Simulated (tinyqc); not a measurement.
# Both saturation currents from two open-circuit voltages

Problem. Without shunt, at open circuit JL = J01 (exp(Voc/Vt) - 1) + J02 (exp(Voc/(2 Vt)) - 1). Find J01, J02 and the mean ideality (Voc2 - Voc1)/(Vt ln(JL2/JL1)).

Values chosen for this exercise: temperature T = 298.15 K.

Constants: q = 1.602176634e-19 C, kB = 1.380649e-23 J/K, Vt = kB T/q. Results are converted to the units shown.

photocurrents (mA/cm^2): 23.7  2.37
Voc (V): 0.85696801  0.76234248

Answer. The relation is linear in J01 and J02, so two light levels give two equations; series resistance plays no part at open circuit.

J01 = 3.40e-17 A/cm^2
J02 = 7.60e-10 A/cm^2
mean ideality = 1.60

Computed by the program tinyqc: `OMP_NUM_THREADS=1 python tinyqc.py 2280018 2280019 out.jsonl`, one thread of a shared Intel Xeon 2.30GHz, about 0.01 s for the whole run.
